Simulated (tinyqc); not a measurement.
# IGBT as a p-i-n diode in series with a MOS channel, on-state and switching loss: effects of single changes

High injection (n = p) in a drift layer from x = -W/2 (anode) to +W/2 (cathode side), recombination only in the layer with lifetime tau, ideal emitters. The channel feeds the cathode side and carries the whole current. Auger recombination, carrier-carrier scattering, emitter losses and the carrier dip under the p body are left out.

Values chosen for this exercise; material values close to those of silicon:
- T = 300 K (temperature)
- Eg = 1.1 eV (band gap)
- Nc = 2.85e19 cm^-3 (conduction-band density of states at T)
- Nv = 2.65e19 cm^-3 (valence-band density of states at T)
- mn = 1400 cm^2/(V s) (electron mobility)
- mp = 480 cm^2/(V s) (hole mobility)
- W = 130 um (width of the drift layer)
- Nd = 5.9e13 cm^-3 (doping of the drift layer)
- tau = 1.4 us (high-injection lifetime)
- J = 150 A/cm^2 (current density)
- Rch = 0.84 mohm cm^2 (channel and accumulation resistance)
- Vdc = 800 V (link voltage)
- ks = 0.13 (turn-off energy per stored charge and link voltage)
- f = 20 kHz (switching frequency)

Constants: q = 1.602176634e-19 C, kB = 1.380649e-23 J/K, Vt = kB T/q. Results are converted to the units shown.

Each table varies one quantity; the others keep the values above.

## Effect of the width of the drift layer

b = mn/mp, B = (b - 1)/(b + 1), La = sqrt(2 Vt mn mp tau/(mn + mp)), y = W/(2 La). n(x) = (tau J/(2 q La))[cosh(x/La)/sinh y - B sinh(x/La)/cosh y]. Vm = Vt [(8 b/(b + 1)^2)(sinh y/s) arctan(s sinh y) + B ln((1 + B tanh^2 y)/(1 - B tanh^2 y))], s = sqrt(1 - B^2 tanh^2 y); Vj = Vt ln(n(-W/2) n(W/2)/ni^2), ni = sqrt(Nc Nv) exp(-Eg/(2 Vt)), Eg in volts; Vc = J Rch; Von = Vm + Vj + Vc. Stored charge tau J, turn-off energy Eoff = ks tau J Vdc, loss at half duty 0.5 J Von + f Eoff. A unipolar device on the same layer has Vu = J (W/(q mn Nd) + Rch).

The same in every row: Eoff (mJ/cm^2) = 21.840.

Results:

| W (um) | y | Von (V) | Vu (V) | total loss (W/cm^2) |
|---|---|---|---|---|
| 52 | 0.51114 | 1.0005 | 59.065 | 511.83 |
| 68 | 0.66842 | 0.99789 | 77.200 | 511.64 |
| 89 | 0.87484 | 1.0027 | 101.00 | 512.00 |
| 120 | 1.1796 | 1.0233 | 136.14 | 513.55 |
| 150 | 1.4744 | 1.0580 | 170.14 | 516.15 |
| 260 | 2.5557 | 1.3567 | 294.82 | 538.55 |

Estimate the missing row, W = 200 um.

Computed row:

| W (um) | y | Von (V) | Vu (V) | total loss (W/cm^2) |
|---|---|---|---|---|
| 200 | 1.9659 | 1.1534 | 226.82 | 523.30 |

With this row back in the table: As W goes from 52 to 260 um, Von goes from 1.00 through a minimum of 0.998 (at W = 68 um among the rows listed) to 1.36 V, Eoff stays at 21.8 mJ/cm^2 and the total loss rises from 512 to 539 W/cm^2. Von is below Vu in 7 of the 7 rows. For W = 52 to 120 um the density at the anode passes 2e17 cm^-3, where Auger recombination and emitter losses matter.

## Effect of the channel and accumulation resistance

Same model as above.

The same in every row: y = 1.278; Eoff (mJ/cm^2) = 21.84.

Results:

| Rch (mohm cm^2) | Von (V) | Vu (V) | total loss (W/cm^2) |
|---|---|---|---|
| 0.2 | 0.9372 | 147.4 | 507.1 |
| 0.4 | 0.9672 | 147.4 | 509.3 |
| 0.78 | 1.024 | 147.5 | 513.6 |
| 1.5 | 1.132 | 147.6 | 521.7 |
| 6.1 | 1.822 | 148.3 | 573.5 |
| 12 | 2.707 | 149.1 | 639.8 |

Estimate the missing row, Rch = 3.1 mohm cm^2.

Computed row:

| Rch (mohm cm^2) | Von (V) | Vu (V) | total loss (W/cm^2) |
|---|---|---|---|
| 3.1 | 1.372 | 147.8 | 539.7 |

With this row back in the table: As Rch goes from 0.2 to 12 mohm cm^2, Von rises from 0.937 to 2.71 V, Eoff stays at 21.8 mJ/cm^2 and the total loss rises from 507 to 640 W/cm^2. Von is below Vu in 7 of the 7 rows. In every row the density at the anode passes 2e17 cm^-3, where Auger recombination and emitter losses matter.

## Effect of the high-injection lifetime

Same model as above.

The same in every row: Vu (V) = 147.5.

Effect of the high-injection lifetime:

| tau (us) | y | Von (V) | Eoff (mJ/cm^2) | total loss (W/cm^2) |
|---|---|---|---|---|
| 0.28 | 2.857 | 1.476 | 4.368 | 198.1 |
| 0.46 | 2.229 | 1.201 | 7.176 | 233.6 |
| 0.74 | 1.758 | 1.090 | 11.54 | 312.6 |
| 1.2 | 1.380 | 1.041 | 18.72 | 452.5 |
| 2 | 1.069 | 1.023 | 31.20 | 700.7 |
| 3.2 | 0.8452 | 1.023 | 49.92 | 1075 |
| 5.3 | 0.6568 | 1.032 | 82.68 | 1731 |
| 8.6 | 0.5156 | 1.047 | 134.2 | 2762 |
| 14 | 0.4041 | 1.066 | 218.4 | 4448 |

As tau goes from 0.28 to 14 us, Von goes from 1.48 through a minimum of 1.02 (at tau = 3.2 us among the rows listed) to 1.07 V, Eoff rises from 4.37 to 218 mJ/cm^2 and the total loss rises from 198 to 4450 W/cm^2. Von is below Vu in 9 of the 9 rows. For tau = 2 to 14 us the density at the anode passes 2e17 cm^-3, where Auger recombination and emitter losses matter.

tinyqc, about 0.01 s, one thread, Intel Xeon 2.30GHz (shared host): `OMP_NUM_THREADS=1 python tinyqc.py 2590133 2590134 out.jsonl`
